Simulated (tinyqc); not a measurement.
Empirical pseudopotential in a few plane waves, step by step. One step of it, computed by the program tinyqc.

Task: Levels at G. Diagonalise the Hermitian matrix.

H(k) at G (eV), lower triangle (Hermitian):
```
                     +0+0+0               -1-1-1               -1-1+1               -1+1-1
+0+0+0             0.000000
-1-1-1   2.491756-1.356516i            16.063944
-1-1+1  -2.491756-1.356516i   0.000000+1.251724i            16.063944
-1+1-1  -2.491756-1.356516i   0.000000+1.251724i             0.040817            16.063944
-1+1+1  -2.491756+1.356516i            -0.040817   0.000000+1.251724i   0.000000+1.251724i
+1-1-1  -2.491756-1.356516i   0.000000+1.251724i             0.040817             0.040817
+1-1+1  -2.491756+1.356516i            -0.040817   0.000000+1.251724i             0.000000
+1+1-1  -2.491756+1.356516i            -0.040817             0.000000   0.000000+1.251724i
+1+1+1   2.491756+1.356516i             0.000000            -0.040817            -0.040817
-2+0+0   0.000000-1.251724i  -2.491756+1.356516i  -2.491756-1.356516i  -2.491756-1.356516i
+0-2+0   0.000000-1.251724i  -2.491756+1.356516i  -2.491756-1.356516i   0.346344-0.230896i
+0+0-2   0.000000-1.251724i  -2.491756+1.356516i   0.346344-0.230896i  -2.491756-1.356516i
+0+0+2   0.000000+1.251724i  -0.346344-0.230896i   2.491756+1.356516i  -0.346344+0.230896i
+0+2+0   0.000000+1.251724i  -0.346344-0.230896i  -0.346344+0.230896i   2.491756+1.356516i
+2+0+0   0.000000+1.251724i  -0.346344-0.230896i  -0.346344+0.230896i  -0.346344+0.230896i

                     -1+1+1               +1-1-1               +1-1+1               +1+1-1
-1+1+1            16.063944
+1-1-1             0.000000            16.063944
+1-1+1             0.040817   0.000000+1.251724i            16.063944
+1+1-1             0.040817   0.000000+1.251724i             0.040817            16.063944
+1+1+1   0.000000+1.251724i            -0.040817   0.000000+1.251724i   0.000000+1.251724i
-2+0+0   2.491756-1.356516i   0.346344-0.230896i  -0.346344-0.230896i  -0.346344-0.230896i
+0-2+0  -0.346344-0.230896i  -2.491756-1.356516i   2.491756-1.356516i  -0.346344-0.230896i
+0+0-2  -0.346344-0.230896i  -2.491756-1.356516i  -0.346344-0.230896i   2.491756-1.356516i
+0+0+2  -2.491756+1.356516i  -0.346344+0.230896i  -2.491756+1.356516i   0.346344+0.230896i
+0+2+0  -2.491756+1.356516i  -0.346344+0.230896i   0.346344+0.230896i  -2.491756+1.356516i
+2+0+0   0.346344+0.230896i   2.491756+1.356516i  -2.491756+1.356516i  -2.491756+1.356516i

                     +1+1+1     -2+0+0     +0-2+0     +0+0-2
+1+1+1            16.063944
-2+0+0  -0.346344+0.230896i  21.418592
+0-2+0  -0.346344+0.230896i   0.040817  21.418592
+0+0-2  -0.346344+0.230896i   0.040817   0.040817  21.418592
+0+0+2  -2.491756-1.356516i  -0.040817  -0.040817   0.000000
+0+2+0  -2.491756-1.356516i  -0.040817   0.000000  -0.040817
+2+0+0  -2.491756-1.356516i   0.000000  -0.040817  -0.040817

           +0+0+2     +0+2+0     +2+0+0
+0+0+2  21.418592
+0+2+0   0.040817  21.418592
+2+0+0   0.040817   0.040817  21.418592
```

Give: eigenvalues.

Result:

eigenvalues (eV): -5.5816  11.3225  11.3225  11.3225  11.7432  16.9628  16.9628  16.9628  20.3353  21.3370  21.3370  25.1796  25.1796  25.1796  27.4577
